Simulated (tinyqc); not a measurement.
Plane-wave Kohn-Sham cycle with exchange-only LDA in a layered model solid, step by step. One step of it, computed by the program tinyqc.

Problem. Iteration 1: levels at that k. Diagonalise the Hermitian matrix.

H (hartree), lower triangle:
```
           -2         -1         +0         +1        +2
-2   0.864999
-1  -0.135000   0.045378
+0   0.000000  -0.135000  -0.227829
+1   0.000000   0.000000  -0.135000   0.045378
+2   0.000000   0.000000   0.000000  -0.135000  0.864999
```

Give: eigenvalues.

Solution.

eigenvalues (hartree): -0.329  0.024  0.124  0.887  0.888
